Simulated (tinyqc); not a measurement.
# p-n diode, drift-diffusion by the Gummel loop with Scharfetter-Gummel fluxes: what changes with what

Abrupt junction at x = 0, p side from -Lp, n side to Ln, ohmic contacts. psi is counted from the intrinsic level; n = ni exp((psi - phin)/Vt), p = ni exp((phip - psi)/Vt). Contacts: p side psi = V - Vt ln(Na/ni), p = Na, n = ni^2/Na; n side psi = Vt ln(Nd/ni), n = Nd, p = ni^2/Nd. Constant mobilities, D = mu Vt, Boltzmann statistics, SRH recombination through a mid-gap level, U = (n p - ni^2)/(tp (n + ni) + tn (p + ni)). Current is positive from the p contact to the n contact.

Values chosen for this exercise; band and dielectric values close to those of silicon: temperature T = 300 K; band gap Eg = 1.11 eV; relative permittivity eps_r = 11.7; conduction-band density of states at T Nc = 2.81e19 cm^-3; valence-band density of states at T Nv = 2.7e19 cm^-3; acceptor density of the p side Na = 4.2e17 cm^-3; donor density of the n side Nd = 6.5e17 cm^-3; electron mobility mun = 410 cm^2/(V s); hole mobility mup = 150 cm^2/(V s); SRH lifetime of electrons tn = 1e-9 s; SRH lifetime of holes tp = 1e-8 s; length of the p side Lp = 4.5 um; length of the n side Ln = 2.7 um; uniform generation rate G = 0 cm^-3 s^-1.

Constants: q = 1.602176634e-19 C, kB = 1.380649e-23 J/K, Vt = kB T/q, eps0 = 8.8541878128e-14 F/cm where lengths are in cm. Results are converted to the units shown.

Each table varies one quantity; the others keep the values above.

## Current against voltage in the dark

ni = sqrt(Nc Nv) exp(-Eg/(2 Vt)), Eg in volts. Poisson and both continuity equations are solved self-consistently with Scharfetter-Gummel fluxes on a graded mesh of 500 nodes. J_scr is q times the integral of U between -xp and xn. Ideal diffusion current J_id = q ni^2 [Dn coth(wp/Le)/(Le Na) + Dp coth(wn/Lh)/(Lh Nd)] (exp(V/Vt) - 1), Le = sqrt(Dn tn), Lh = sqrt(Dp tp), wp = Lp - xp, wn = Ln - xn, with xp and xn from the depletion approximation (W = sqrt(2 eps0 eps_r (Vbi - V)(1/Na + 1/Nd)/q), xp = W Nd/(Na + Nd), xn = W Na/(Na + Nd), Vbi = Vt ln(Na Nd/ni^2)). Ideality factor = 0.004 V/(Vt ln[J(V + 0.004 V)/J(V)]). Here G = 0.

In this table G = 0 cm^-3 s^-1.

Result of one run:
```
V (V),J (A/cm^2),ideality factor,J_scr/J (%),J_id (A/cm^2),share recombining at the contacts (%),larger minority/doping at -xp and xn
0.33,9.68e-5,1.83,97.2,2.68e-6,0.228,5.46e-10
```

What becomes of these results when the bias of the p contact V is changed from 0.33 to 0.18 V, all else the same?

Result of the changed run:
```
V (V),J (A/cm^2),ideality factor,J_scr/J (%),J_id (A/cm^2),share recombining at the contacts (%),larger minority/doping at -xp and xn
0.18,4.31e-6,1.85,99.8,8.09e-9,0.0155,1.67e-12
```

The whole series:
```
V (V),J (A/cm^2),ideality factor,J_scr/J (%),J_id (A/cm^2),share recombining at the contacts (%),larger minority/doping at -xp and xn
0.18,4.31e-6,1.85,99.8,8.09e-9,0.0155,1.67e-12
0.26,2.26e-5,1.87,99.2,1.79e-7,0.0652,3.67e-11
0.33,9.68e-5,1.83,97.2,2.68e-6,0.228,5.46e-10
0.41,5.52e-4,1.69,89.3,5.92e-5,0.882,1.20e-8
0.48,0.00303,1.46,70.7,8.87e-4,2.40,1.78e-7
0.56,0.0317,1.19,38.1,0.0196,5.07,3.86e-6
0.64,0.505,1.06,14.4,0.432,7.00,8.35e-5
0.71,6.77,1.04,5.43,6.48,7.76,0.00120
0.79,116,1.24,1.56,143,8.69,0.0210
```

J rises from 4.31e-6 to 116 A/cm^2; the ideality factor moves up and down between 1.04 and 1.87. Recombination in the depleted layer carries over half of the current up to V = 0.48 V, where the factor is 1.46; it grows roughly as exp(V/2 Vt), so diffusion overtakes it. Where the factor is lowest (V = 0.71 V), J is 4.4 % above the ideal diffusion current.

## Effect of the SRH lifetime of electrons at fixed bias

Same model as above.

In this table V = 0.6 V.

Effect of the SRH lifetime of electrons at fixed bias:
```
tn (s),J (A/cm^2),ideality factor,J_scr/J (%),J_id (A/cm^2),share recombining at the contacts (%),larger minority/doping at -xp and xn
1e-11,1.24,1.18,34.9,0.818,0.437,1.71e-5
1e-10,0.379,1.13,29.7,0.266,1.44,1.78e-5
1e-9,0.121,1.11,24.2,0.0920,6.20,1.80e-5
1e-8,0.0485,1.08,16.8,0.0403,39.6,1.81e-5
1e-7,0.0335,1.03,7.40,0.0311,69.8,1.81e-5
1e-6,0.0309,1.01,2.80,0.0300,77.5,1.81e-5
1e-5,0.0302,1.01,1.08,0.0299,79.3,1.81e-5
```

As tn rises from 1e-11 to 1e-5, J falls from 1.24 to 0.0302 A/cm^2, the share of the depleted layer falls from 34.9 to 1.08 % and the share lost at the contacts rises from 0.437 to 79.3 %. The exponent d ln J/d ln tn is -0.52 between the first two rows and -0.01 between the last two. J less J_scr is 0.058 % below J_id in the last row.

Computed by the program tinyqc: `OMP_NUM_THREADS=1 python tinyqc.py 2240016 2240017 out.jsonl`, one thread of a shared Intel Xeon 2.30GHz, about 0.1 s for the whole run.
